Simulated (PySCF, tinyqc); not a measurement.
Inside a calculation. Method: coupled-perturbed Hartree-Fock on RHF in the sto-6g basis, for H3-, spin multiplicity 1. The basis has no diffuse functions, so it cannot describe the extra electron: this is an exercise in the method, not the real anion. The lowest restricted solution is unstable here: a spin-polarised one lies 0.0265 hartree lower (PySCF). Computed by tinyqc, a small Python program that keeps every step (integrals from PySCF). Settings: charge = -1, multiplicity = 1, basis = sto-6g, method = RHF, energy threshold = 1e-10, iteration cap = 62, orthogonalisation = symmetric, start = core, DIIS depth = 6. Command: `OMP_NUM_THREADS=1 python tinyqc.py 23699 23700 out.jsonl` (the two numbers bound the seeds that draw the settings). One thread of a shared host (Intel(R) Xeon(R) Processor @ 2.60GHz), about 0.1 s of CPU time with the checks. The early iterations of the SCF are left out here.

## One-electron integrals

Geometry (angstrom):
```
atom       x       y       z
H     0.0000  0.0000  0.0000
H     0.0000  0.0000  1.1870
H     0.0000  1.2890  0.1890
```

Basis sto-6g: exponents (1/bohr^2) and contraction coefficients of normalised primitives:
```
element  l (shell)  exponent  coefficient
H            s (1)   35.5232       0.0092
H            s (1)    6.5131       0.0494
H            s (1)    1.8221       0.1685
H            s (1)    0.6260       0.3706
H            s (1)    0.2431       0.4165
H            s (1)    0.1001       0.1303
```

Overlap, kinetic and nuclear-attraction integrals over the contracted functions; the nuclear repulsion is the sum of Za Zb / Rab.

nuclear repulsion = 1.176611 hartree

overlap S, order 1H 1s, 2H 1s, 3H 1s:
```
[[1.0000, 0.3940, 0.3381],
 [0.3940, 1.0000, 0.2124],
 [0.3381, 0.2124, 1.0000]]
```

kinetic energy T (hartree), order 1H 1s, 2H 1s, 3H 1s:
```
[[0.7685, 0.0572, 0.0343],
 [0.0572, 0.7685, -0.0007],
 [0.0343, -0.0007, 0.7685]]
```

nuclear attraction V (hartree), order 1H 1s, 2H 1s, 3H 1s:
```
[[-2.0814, -0.7312, -0.6109],
 [-0.7312, -2.0028, -0.3668],
 [-0.6109, -0.3668, -1.9659]]
```

core Hamiltonian H = T + V (hartree), order 1H 1s, 2H 1s, 3H 1s:
```
[[-1.3129, -0.6740, -0.5766],
 [-0.6740, -1.2342, -0.3675],
 [-0.5766, -0.3675, -1.1974]]
```

## Two-electron integrals

Functions are numbered as in S; the eight-fold symmetry (ij|kl) = (ji|kl) = (kl|ij) leaves the list below.

Two-electron integrals (ij|kl) in chemists' order, unique and non-zero (hartree):
```
(11|11) 0.7750   (21|11) 0.2318   (21|21) 0.0949   (22|11) 0.4215
(22|21) 0.2318   (22|22) 0.7750   (31|11) 0.1921   (31|21) 0.0649
(31|22) 0.1311   (31|31) 0.0679   (32|11) 0.0967   (32|21) 0.0423
(32|22) 0.1095   (32|31) 0.0366   (32|32) 0.0248   (33|11) 0.3909
(33|21) 0.1458   (33|22) 0.3205   (33|31) 0.1921   (33|32) 0.1095
(33|33) 0.7750
```

## Orthogonalisation

S = U s U^T; symmetric (Loewdin) form X = U s^(-1/2) U^T, so that X^T S X = 1.

eigenvalues of S: [0.5733, 0.7913, 1.6354]

X, order 1H 1s, 2H 1s, 3H 1s:
```
[[1.1035, -0.2047, -0.1654],
 [-0.2047, 1.0712, -0.0662],
 [-0.1654, -0.0662, 1.0521]]
```

## Iteration 5 (converged): orbitals

converged F (hartree), order 1H 1s, 2H 1s, 3H 1s:
```
[[0.1389, -0.2300, -0.1890],
 [-0.2300, 0.1746, -0.0437],
 [-0.1890, -0.0437, 0.2212]]
```

Diagonalise F' = X^T F X, C = X C', fill 2 alpha and 2 beta electrons from the bottom; D = 2 C_occ C_occ^T. Each column has its largest component positive (the first on a tie).

F' = X^T F X (hartree):
```
[[0.3525, -0.3343, -0.2681],
 [-0.3343, 0.3091, 0.0037],
 [-0.2681, 0.0037, 0.3162]]
```

orbital energies (hartree): [-0.0949, 0.3098, 0.7629]

coefficients C, order 1H 1s, 2H 1s, 3H 1s:
```
[[0.5732, 0.0098, 0.9790],
 [0.4375, -0.7230, -0.6925],
 [0.3171, 0.8611, -0.5446]]
```

D after iteration 5, order 1H 1s, 2H 1s, 3H 1s:
```
[[0.6574, 0.4874, 0.3805],
 [0.4874, 1.4283, -0.9677],
 [0.3805, -0.9677, 1.6840]]
```

## Convergence

Stop when the energy changes by less than 1e-10 hartree and every element of the error matrix X^T (F D S - S D F) X is below 3e-06.

Course of the cycle:
```
iteration  E (hartree)     change  largest element of the error matrix
1            -1.120595          -                             3.42e-02
2            -1.121911  -1.32e-03                             2.94e-03
3            -1.121935  -2.47e-05                             4.62e-04
4            -1.121936  -4.77e-07                             4.52e-06
5            -1.121936  -3.33e-11                             1.94e-08
```

PySCF RHF in the same basis = -1.121936 hartree

Converged in 5 iterations.

## Integrals over molecular orbitals

(pq|rs) = sum C_ip C_jq C_kr C_ls (ij|kl), one index at a time.

one-electron integrals over orbitals h = C^T H C (hartree):
```
[[-1.4376, -0.0081, -0.0079],
 [-0.0081, -1.0758, 0.0040],
 [-0.0079, 0.0040, -0.9539]]
```

Two-electron integrals over orbitals (pq|rs), unique and non-zero (hartree):
```
(11|11) 0.5378    (21|11) -0.0257   (21|21) 0.1239    (22|11) 0.4644
(22|21) 0.0338    (22|22) 0.5807    (31|11) 0.0564    (31|21) 0.0174
(31|22) -0.0832   (31|31) 0.1570    (32|11) 0.0252    (32|21) -0.1179
(32|22) -0.0370   (32|31) -0.0141   (32|32) 0.1231    (33|11) 0.5372
(33|21) -0.0215   (33|22) 0.4612    (33|31) 0.0784    (33|32) 0.0228
(33|33) 0.5658
```

## Response to a field: uncoupled start

dipole integrals <a|z|i> (bohr), order a3:
```
[[-0.8540, 0.6345]]
```

Field along z; U_ai = -mu_ai / (e_a - e_i), alpha = -4 sum U_ai mu_ai.

uncoupled U, order a3:
```
[[0.9955, -1.4004]]
```

uncoupled polarisability = 6.9552 bohr^3

## Coupled step 1

U_ai = -(mu_ai + sum_bj [4 (ai|bj) - (ab|ij) - (aj|bi)] U_bj) / (e_a - e_i); alpha = -4 sum U_ai mu_ai.

U after step 1, order a3:
```
[[1.0385, -1.6386]]
```

polarisability = 7.7065 bohr^3

## Coupled step 2

As before.

U after step 2, order a3:
```
[[1.0361, -1.6849]]
```

polarisability = 7.8157 bohr^3

## Coupled polarisability

Repeat until U stops changing; compare with -d2E/dF2.

Course of the coupled iterations:
```
step  alpha (bohr^3)
0             6.9552
1             7.7065
2             7.8157
3             7.8353
4             7.8392
5             7.8400
6             7.8402
7             7.8402
8             7.8402
9             7.8402
10            7.8402
11            7.8402
12            7.8402
```

coupled polarisability = 7.8402 bohr^3

finite-field check, fields of +/-0.001 au = 7.8402 bohr^3
